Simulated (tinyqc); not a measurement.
Avalanche multiplication and breakdown of a junction from ionisation integrals: one step, computed by the program tinyqc.

Ionisation coefficients follow the local field. Position x runs through the depletion layer from the p side (x = 0), where electrons enter, to the n side (x = w), where holes enter. The built-in voltage is neglected.

Question. Coefficients at the critical field. alpha_n = a_n exp(-(b_n/F)^c), alpha_p = a_p exp(-(b_p/F)^c).

Inputs (values chosen for the exercise, modelled on silicon): electron prefactor a_n = 686000 1/cm; electron field b_n = 1.19e+06 V/cm; hole prefactor a_p = 1.61e+06 1/cm; hole field b_p = 1.98e+06 V/cm; exponent c = 1.

Junction: one-sided abrupt n+p.

critical field F_m = 0.2430496 MV/cm

Give: alpha_n; alpha_p; ratio k = alpha_p/alpha_n; shorter ionisation length.

Answer.

alpha_n = 5128 1/cm

alpha_p = 466.5 1/cm

ratio k = alpha_p/alpha_n = 0.09097

shorter ionisation length = 1.950 micrometre

Electrons ionise more readily at the peak field.
